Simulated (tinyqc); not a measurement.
Minority carriers and saturation current of a heavily doped emitter: one step of the calculation.

n-type, parabolic bands, full ionisation. eta = (EF - Ec)/kB T solves N = Nc F12(eta), F12(x) = (2/sqrt(pi)) int_0^infinity sqrt(u)/(1 + exp(u - x)) du. The gap shrinks rigidly by dEg = E1 [ln(N/N0) + sqrt(ln^2(N/N0) + 0.5)], an empirical law that is here taken as the true narrowing.

Question. Effective intrinsic density. ni = sqrt(Nc Nv) exp(-Eg/(2 Vt)), Eg in volts; degeneracy factor g = F12(eta) exp(-eta); nie^2 = ni^2 exp(dEg/kB T) g, p0 = nie^2/N; apparent narrowing dEg + kB T ln g.

Parameters, values chosen for the exercise; band and dielectric values close to those of germanium:
- T = 250 K (temperature)
- Eg = 0.654 eV (band gap)
- Nc = 8.06e18 cm^-3 (conduction-band density of states at 250 K)
- Nv = 4.64e18 cm^-3 (valence-band density of states at 250 K)
- N = 1.4e19 cm^-3 (ionised donor density)
- E1 = 6.9 meV (energy of the narrowing law)
- N0 = 1.2e17 cm^-3 (density of the narrowing law)

Constants: q = 1.602176634e-19 C, kB = 1.380649e-23 J/K, Vt = kB T/q. Results are converted to the units shown.

converged eta = 1.1520605

Wanted: ni; dEg; g; apparent narrowing; nie; p0.

Answer.

ni = 1.5646e12 cm^-3
dEg = 66.039 meV
g = 0.54886
apparent narrowing = 53.115 meV
nie = 5.3675e12 cm^-3
p0 = 2.0579e6 cm^-3

Narrowing multiplies p0 by 21.4 and degeneracy by 0.549.

Range of the model: Band tails, non-parabolic bands and incomplete ionisation are left out.

Computed by the program tinyqc: `OMP_NUM_THREADS=1 python tinyqc.py 2330061 2330062 out.jsonl`, one thread of a shared Intel Xeon 2.30GHz, about 0.01 s for the whole run.
